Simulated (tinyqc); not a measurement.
Eight-band Kane k.p model: sweeps and comparisons. A value that a table varies takes the place of the one given here.

Eight-band Kane model, basis S, X, Y, Z times spin, zero of energy at the top of the unstrained valence band, c = hbar^2/2m0. Within each spin: H_SS = Eg + A c k^2, H_SX = i P kx (likewise Y, Z), H_XX = -Dso/3 + L kx^2 + M (ky^2 + kz^2), H_XY = N kx ky, and cyclic. Spin-orbit term (Dso/3) L.sigma on X, Y, Z with (L_k)_ij = -i epsilon_kij: <X+|H|Y+> = -i Dso/3, <X+|H|Z-> = Dso/3, <Y+|H|Z-> = -i Dso/3, <Z+|H|X-> = -Dso/3, <Z+|H|Y-> = i Dso/3, <X-|H|Y-> = i Dso/3, and their conjugates; + and - are the spin along z. Terms from inversion asymmetry are left out, so every level is twofold.

P = sqrt(Ep c); A = 1/me - Ep (Eg + 2 Dso/3)/(Eg (Eg + Dso)) keeps the electron mass; g1' = g1 - Ep/(3 Eg), g2' = g2 - Ep/(6 Eg), g3' = g3 - Ep/(6 Eg) remove the coupling to S that the Luttinger values already hold; L = -c (g1' + 4 g2'), M = -c (g1' - 2 g2'), N = -6 c g3'.

Constants: hbar^2/2m0 = 3.80998211 eV angstrom^2.

Values chosen for the exercise (near those of GaSb; shifted at random, so the results belong to these values and not to a real crystal): Eg = 0.805 eV (gap at Gamma to the s-like level); Dso = 0.756 eV (spin-orbit splitting); Ep = 26.8 eV (Kane energy); me = 0.0386 m0 (electron mass at Gamma); g1 = 13.4 (Luttinger gamma1); g2 = 4.7 (gamma2); g3 = 6 (gamma3); kmax = 0.1 1/angstrom (end of the path).

## Non-parabolicity of the conduction band

Unstrained, along [100], six points up to kmax. Parabolic: E = c k^2/me. Two-band form: E (1 + alpha E) = c k^2/me with alpha = (1 - me)^2/Eg. The column alpha(k) solves that form for alpha with the eight-band energy. Energies from the conduction edge.

Energies:

| \|k\| (1/angstrom) | parabolic (eV) | two-band (eV) | eight-band (eV) | alpha(k) (1/eV) | parabolic / eight-band |
|---|---|---|---|---|---|
| 0.0167 | 0.0274 | 0.0266 | 0.0266 | 1.171 | 1.031 |
| 0.0333 | 0.1097 | 0.0985 | 0.0984 | 1.169 | 1.115 |
| 0.0500 | 0.2468 | 0.2006 | 0.2000 | 1.167 | 1.234 |
| 0.0667 | 0.4387 | 0.3206 | 0.3196 | 1.166 | 1.373 |
| 0.0833 | 0.6854 | 0.4514 | 0.4498 | 1.165 | 1.524 |
| 0.1000 | 0.9870 | 0.5889 | 0.5865 | 1.165 | 1.683 |

alpha = 1.148 1/eV

At the last point the parabola lies a factor 1.68 above the eight-band value, and the two-band form 2.4 meV above it. The parabola stays within 5 % up to |k| = 0.0167 1/angstrom of the points listed. alpha(k) goes from 1.171 to 1.165 1/eV, a spread of 0.5 % over this range; the simple rule gives 1.148, 2 % below the first value, as it knows neither Dso nor the remote terms.

## Four, six or eight bands for the holes

Unstrained, along [111]. Six bands: the X, Y, Z block alone with the full g1, g2, g3 in L, M, N. Four bands: the same with Dso sent to infinity. HH, LH and SO name the pairs from the top.

Valence levels (eV):

| \|k\| (1/angstrom) | HH 4 | HH 6 | HH 8 | LH 4 | LH 6 | LH 8 | SO 6 | SO 8 |
|---|---|---|---|---|---|---|---|---|
| 0.0167 | -0.0015 | -0.0015 | -0.0015 | -0.0269 | -0.0264 | -0.0258 | -0.7706 | -0.7646 |
| 0.0333 | -0.0059 | -0.0059 | -0.0059 | -0.1075 | -0.1003 | -0.0926 | -0.8200 | -0.7917 |
| 0.0500 | -0.0133 | -0.0133 | -0.0133 | -0.2419 | -0.2035 | -0.1795 | -0.9221 | -0.8408 |
| 0.0667 | -0.0237 | -0.0237 | -0.0237 | -0.4301 | -0.3078 | -0.2684 | -1.1052 | -0.9168 |
| 0.0833 | -0.0370 | -0.0370 | -0.0370 | -0.6720 | -0.3916 | -0.3479 | -1.3910 | -1.0234 |
| 0.1000 | -0.0533 | -0.0533 | -0.0533 | -0.9677 | -0.4535 | -0.4143 | -1.7807 | -1.1600 |

At |k| = 0.1000 the heavy holes of the three models span 0.0 meV and the light holes 553.5 meV. The split-off band moves the light hole by +514.2 meV and treating the conduction band exactly moves it by +39.2 meV more; the split-off band matters more here, where the four-band light-hole energy is 1.28 times Dso and 1.20 times Eg. The four-band light hole has even passed below -Dso = -0.756 eV, where that model has no meaning.

## Far from Gamma

Pairs 3 and 4 along [100] out to 3.2 1/angstrom, beyond the zone edge but about the reach pi/h of a grid with h = 1 angstrom, with Ep as given and with Ep rescaled so that A = 1: Ep = (1/me - 1) Eg (Eg + Dso)/(Eg + 2 Dso/3). Crossings of E = Eg/2 are found on a scan of 320 points from 0.05 to 3.2 and refined by bisection.

Levels (eV):

| kx (1/angstrom) | pair 3 | pair 4 | pair 3, rescaled | pair 4, rescaled |
|---|---|---|---|---|
| 0.0 | 0.000 | 0.805 | 0.000 | 0.805 |
| 0.4 | -2.438 | 4.070 | -2.438 | 3.963 |
| 0.8 | -9.505 | 7.875 | -9.754 | 7.467 |
| 1.2 | -16.756 | 12.276 | -19.090 | 11.454 |
| 1.6 | -25.989 | 17.584 | -30.312 | 16.263 |
| 2.0 | -37.427 | 23.980 | -44.353 | 22.077 |
| 2.4 | -51.175 | 31.566 | -61.317 | 28.992 |
| 2.8 | -67.288 | 40.398 | -81.257 | 37.056 |
| 3.2 | -85.800 | 50.508 | -104.199 | 46.296 |

A (a pure number) and L (eV angstrom^2) as given: -2.011  4.160

rescaled Ep = 23.91 eV

A and L rescaled: 1.000  -9.519

Crossings of mid-gap:

| set | number | first kx (1/angstrom) |
|---|---|---|
| as given | 0 | - |
| rescaled | 0 | - |

Is the parameter set safe for a calculation on a fine real-space grid?

Along this line and up to 3.2 1/angstrom, yes: no level crosses the middle of the gap; but A < 0 or L > 0 bends a band towards the gap, so this scan alone does not clear the set: other directions, such as [110] and [111], should be scanned too, and interfaces can still cause trouble. At large kx the S and X states dominate and (A c k^2)(L k^2) - P^2 k^2 must vanish for a state in the gap, which needs A L > 0, near k = P/sqrt(A c L); here A = -2.011 and L = 4.160 have opposite signs. In the rerun with Ep = 23.91 eV, A = 1.000 and L = -9.519 have opposite signs, and no level crosses. Electron, heavy- and light-hole masses at Gamma are the same for both sets.

## What each parameter does

Unstrained; levels at |k| = kmax along [100], all derived values formed anew. Each row changes one parameter from the base and keeps the others.

Results:

| case | conduction (eV) | heavy hole (eV) | light hole (eV) | split-off (eV) |
|---|---|---|---|---|
| base | 1.3915 | -0.1524 | -0.4524 | -1.0775 |
| Eg = 0.7245 eV | 1.3154 | -0.1524 | -0.4565 | -1.0426 |
| Dso = 0.6804 eV | 1.3882 | -0.1524 | -0.4414 | -1.0207 |
| Ep = 29.48 eV | 1.4076 | -0.1524 | -0.4628 | -1.0628 |
| me = 0.0347 m0 | 1.4695 | -0.1524 | -0.4357 | -1.0613 |
| g1 = 14.74 | 1.3761 | -0.2035 | -0.4957 | -1.1208 |
| g2 = 5.17 | 1.3709 | -0.1166 | -0.4422 | -1.1029 |
| g3 = 6.6 | 1.3915 | -0.1524 | -0.4524 | -1.0775 |

The largest shifts from the base row, up to three for each result and ties (the steps differ in size, so this ranks the rows, not the parameters). conduction (eV): me +0.0781, Eg -0.0761, g2 -0.0206; unchanged at the printed digits by g3. heavy hole (eV): g1 -0.0511, g2 +0.0358; unchanged at the printed digits by Eg, Dso, Ep, me and g3. light hole (eV): g1 -0.0433, me +0.0167, Dso +0.0110; unchanged at the printed digits by g3. split-off (eV): Dso +0.0567, g1 -0.0434, Eg +0.0348; unchanged at the printed digits by g3. Along [100] the heavy hole does not couple to S or to g3, so it follows g1 - 2 g2 alone.

tinyqc: `OMP_NUM_THREADS=1 python tinyqc.py 1080431 1080432 out.jsonl`; about 0.1 s, one thread, shared Intel(R) Xeon(R) Processor @ 2.30GHz.
